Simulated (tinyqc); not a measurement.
# One-sided p+-n junction, ionisation integral and breakdown: what changes with what

A p+ layer at x < 0 and an n drift layer from x = 0. Depletion approximation, built-in voltage neglected. Local ionisation coefficients alpha_n = an exp(-(bn/E)^mx), alpha_p = ap exp(-(bp/E)^mx). Electrons move towards +x, holes towards x = 0.

Parameters, values chosen for the exercise; material values close to those of germanium:
- eps_r = 16.2 (relative permittivity)
- an = 1.64e7 1/cm (prefactor of the electron ionisation coefficient)
- bn = 1.59e6 V/cm (field constant for electrons)
- ap = 9.43e6 1/cm (prefactor of the hole ionisation coefficient)
- bp = 1.37e6 V/cm (field constant for holes)
- mx = 1 (exponent)
- mu = 4020 cm^2/(V s) (electron mobility of the drift layer)
- N = 1.8e15 cm^-3 (donor density of the drift layer)

Constants: q = 1.602176634e-19 C, eps0 = 8.8541878128e-14 F/cm where lengths are in cm. Results are converted to the units shown.

Each table varies one quantity; the others keep the values above.

## Multiplication against voltage

W = sqrt(2 eps0 eps_r V/(q N)), peak field E0 = q N W/(eps0 eps_r), falling linearly to 0 at W. G(x) = integral from 0 to x of (alpha_n - alpha_p); I_n = integral of alpha_n exp(-G) (electrons injected at x = 0), I_p = integral of alpha_p exp(G(end) - G) (holes injected at the far edge); M = 1/(1 - I). Integrals on a fine grid; BV is where I_n = 1. Here BV = 104.188 V; the Miller exponent is n = ln(1 - 1/M)/ln(V/BV).

Multiplication against voltage:
```
V (V)  E0 (kV/cm)      I_n     I_p   M_n   M_p  Miller n, electrons  Miller n, holes
41.7          129  0.00348  0.0124  1.00  1.01                 6.18             4.80
52.1          145   0.0158  0.0458  1.02  1.05                 5.99             4.45
62.5          159   0.0497   0.120  1.05  1.14                 5.88             4.14
72.9          171    0.125   0.252  1.14  1.34                 5.83             3.86
83.4          183    0.273   0.451  1.38  1.82                 5.83             3.58
89.6          190    0.414   0.597  1.71  2.48                 5.85             3.42
95.9          196    0.614   0.763  2.59  4.22                 5.88             3.27
100           201    0.785   0.878  4.64  8.21                 5.91             3.16
103           204    0.934   0.965  15.2  28.7                 5.94             3.09
```

M_n rises from 1.003 to 15.2 and M_p from 1.013 to 28.7; both diverge at BV. The Miller exponent for electrons goes from 6.18 through a minimum of 5.83 (at V = 72.9 among the rows listed) to 5.94 and that for holes falls from 4.80 to 3.09. The larger multiplication belongs to holes, whose coefficient at the peak field of the last row is 1.69 times the other.

## Effect of the drift doping

Same model as above.

Specific on-resistance Ron = W/(q mu N) with constant mobility and full ionisation.

Result of one run:
```
N (cm^-3)  BV (V)  E0 at BV (kV/cm)  W at BV (um)  Ron (mohm cm^2)  BV^2/Ron (MW/cm^2)  eps0 eps_r mu E0^3/4 (MW/cm^2)
3.9e15       57.5               224          5.14            0.204                16.1                            16.1
```

What becomes of these results when the donor density of the drift layer N is changed from 3.9e15 to 1.5e14 cm^-3, all else the same?

Result of the changed run:
```
N (cm^-3)  BV (V)  E0 at BV (kV/cm)  W at BV (um)  Ron (mohm cm^2)  BV^2/Ron (MW/cm^2)  eps0 eps_r mu E0^3/4 (MW/cm^2)
1.5e14        759               160          95.2             98.5                5.85                            5.85
```

The whole series:
```
N (cm^-3)  BV (V)  E0 at BV (kV/cm)  W at BV (um)  Ron (mohm cm^2)  BV^2/Ron (MW/cm^2)  eps0 eps_r mu E0^3/4 (MW/cm^2)
1.5e14        759               160          95.2             98.5                5.85                            5.85
2.9e14        444               170          52.4             28.0                7.03                            7.03
5.5e14        265               181          29.4             8.30                8.49                            8.49
1.1e15        153               194          15.8             2.23                10.5                            10.5
2e15         96.0               207          9.27            0.720                12.8                            12.8
3.9e15       57.5               224          5.14            0.204                16.1                            16.1
7.5e15       35.1               243          2.90           0.0599                20.6                            20.6
1.4e16       22.2               263          1.68           0.0187                26.3                            26.3
```

BV falls from 759 to 22.2 V while the critical field rises from 160 to 263 kV/cm. BV goes as N^(-0.81) between the first two rows and N^(-0.74) between the last two (a coefficient proportional to E^7 gives -0.75 without punch-through). Ron goes as BV^(2.43) over the table; the last two columns agree since BV = E0 W/2 and N = eps0 eps_r E0/(q W).

Computed by the program tinyqc: `OMP_NUM_THREADS=1 python tinyqc.py 2120009 2120010 out.jsonl`, one thread of a shared Intel Xeon 2.30GHz, about 0.04 s for the whole run.
